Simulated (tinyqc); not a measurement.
Inside a calculation: localisation in a chain with random site energies (transfer matrices). Values are carried at full precision from step to step, so a last printed digit may differ when a step is redone from the rounded ones.

Hopping -t; leads with site energy 0, E = -2t cos(ka). psi_(j+1) = ((e_j - E)/t) psi_j - psi_(j-1), a product of matrices M_j = [[(e_j - E)/t, -1], [1, 0]]. For M = M_N ... M_1 the transmission is T = 4 sin^2(ka)/|M21 - M12 + M22 exp(ika) - M11 exp(-ika)|^2. Long samples draw e_j = W (x_j/2147483647 - 1/2) from x_j = 16807 x_(j-1) mod 2147483647, starting at x0. The localisation length xi, in sites, is defined by ln T = -2N/xi on average; weak disorder gives xi = 24 (4t^2 - E^2)/W^2, and the mean free path for backscattering is xi/2.

Parameters, chosen for this exercise: t = 1.24 eV (hopping); E = -0.87 eV (energy); e = (-0.59, 0.88, 0.5, -1.25, 0.01, -0.19, -1.35, -1.21) eV (site energies of the short sample); W = 2.84 eV (full width of the disorder); a = 5.2 angstrom (spacing).

## The product of transfer matrices

Multiply site by site and give T for each length.

Running product:
```
j  (e_j - E)/t      M11      M12      M21      M22       T
1       0.2258   0.2258  -1.0000   1.0000   0.0000  0.9394
2       1.4113  -0.6813  -1.4113   0.2258  -1.0000  0.7299
3       1.1048  -0.9786  -0.5592  -0.6813  -1.4113  0.6900
4      -0.3065   0.9812   1.5827  -0.9786  -0.5592  0.3588
5       0.7097   1.6749   1.6824   0.9812   1.5827  0.3563
6       0.5484  -0.0627  -0.6600   1.6749   1.6824  0.3193
7      -0.3871  -1.6506  -1.4269  -0.0627  -0.6600  0.4608
8      -0.2742   0.5153   1.0513  -1.6506  -1.4269  0.2881
```

T is 0.2881 for the whole sample and does not fall steadily (it rises at j = 7): reflected waves interfere. The determinant of M stays 1.

## The same sites added without interference

One site alone reflects R_j = e_j^2/(e_j^2 + 4t^2 - E^2); incoherent addition sums R/(1 - R), and T = 1/(1 + sum).

R_j: [0.0606, 0.1256, 0.0443, 0.2246, 0.0000, 0.0066, 0.2526, 0.2135]

sum of R/(1 - R) = 1.1602
T without interference = 0.4629

The coherent product gives 0.2881 for this sample.

## Weak-disorder lengths

Form ka, xi, xi a and the mean free path xi a/2.

ka = 1.2124 rad
xi = 16.05 sites

lengths (nm): localisation 8.345, mean free path 4.173

The formula needs xi well above one site.

## Checks

- T from the product against the Green function: both 0.28810.

tinyqc: `OMP_NUM_THREADS=1 python tinyqc.py 1451955 1451956 out.jsonl`; about 0.04 s, one thread, shared Intel(R) Xeon(R) Processor @ 2.30GHz.
